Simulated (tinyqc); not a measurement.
Ellipsoidal valleys in the axes of a wafer and a channel: one step. Subbands and shares in a film. Three cases, with inputs chosen for the exercise.

Question. Give the ladders, the shares and the mean conductivity mass.

Hard walls: E_n = c (n pi/t)^2/mz, c = hbar^2/2m0, n = 1, 2, 3. Non-degenerate share of a valley proportional to md sum_n exp(-E_n/kT); mean 1/mc = sum of share/mc. 1 nm = 10 angstrom.

Constants: hbar^2/2m0 = 3.80998211 eV angstrom^2; kB = 8.617333262e-05 eV/K.

Case 1.

Values chosen (out of a larger set: near those of the L valleys of GaAs; not measured data): t = 3.6 nm (thickness of the film); T = 77 K (temperature).

Masses (m0):
```
valley         mz        md        mc        mx        my
[111]    1.869000  0.077000  0.077000  0.077000  0.077000
[1-1-1]  0.086181  0.358583  0.101113  0.475222  0.270571
[-11-1]  0.086181  0.358583  0.101113  0.475222  0.270571
[-1-11]  0.086181  0.358583  1.669889  1.669889  0.077000
```

Case 2.

Values chosen (out of a larger set: near those of the L valleys of Ge; not measured data): t = 5.6 nm (thickness of the film); T = 77 K (temperature).

Masses (m0):
```
valley         mz        md        mc        mx        my
[111]    1.597000  0.083000  0.083000  0.083000  0.083000
[1-1-1]  0.092772  0.344367  0.282728  1.092333  0.108564
[-11-1]  0.092772  0.344367  0.282728  1.092333  0.108564
[-1-11]  0.092772  0.344367  0.083000  0.083000  1.428778
```

Case 3.

Values chosen (out of a larger set: near those of the Delta valleys of Si; not measured data): t = 8.2 nm (thickness of the film); T = 300 K (temperature).

Masses (m0):
```
valley        mz        md        mc        mx        my
x       0.902000  0.196000  0.196000  0.196000  0.196000
y       0.196000  0.420466  0.322026  0.549000  0.322026
z       0.196000  0.420466  0.322026  0.549000  0.322026
```

Give: Subbands; mean mc.

Answer.

Case 1.

Subbands:
```
valley   E1 (meV)  E2 (meV)  E3 (meV)  share
[111]        15.5      62.1     139.7  1.000
[1-1-1]     336.7    1346.7    3030.0  0.000
[-11-1]     336.7    1346.7    3030.0  0.000
[-1-11]     336.7    1346.7    3030.0  0.000
```

mean mc = 0.0770 m0

The lowest ladder ([111]) holds 100 % of the electrons in these valleys, the next starts 321 meV higher. Energies of several hundred meV lie beyond the parabolic range, and real barriers are finite, so these are upper bounds.

Case 2.

Subbands:
```
valley   E1 (meV)  E2 (meV)  E3 (meV)  share
[111]         7.5      30.0      67.6  1.000
[1-1-1]     129.2     517.0    1163.2  0.000
[-11-1]     129.2     517.0    1163.2  0.000
[-1-11]     129.2     517.0    1163.2  0.000
```

mean mc = 0.0830 m0

The lowest ladder ([111]) holds 100 % of the electrons in these valleys, the next starts 122 meV higher.

Case 3.

Subbands:
```
valley  E1 (meV)  E2 (meV)  E3 (meV)  share
x            6.2      24.8      55.8  0.466
y           28.5     114.1     256.8  0.267
z           28.5     114.1     256.8  0.267
```

mean mc = 0.2478 m0

The lowest ladder (x) holds 47 % of the electrons in these valleys, the next starts 22 meV higher. With E3 - E1 below about 3 kT, three subbands are too few and the shares are approximate.

Computed by tinyqc, one run a case: `OMP_NUM_THREADS=1 python tinyqc.py N N+1 out.jsonl` with N = 1880135, 1880153, 1880194; one thread of a shared Intel(R) Xeon(R) Processor @ 2.30GHz, about 0.01 s a run at most.
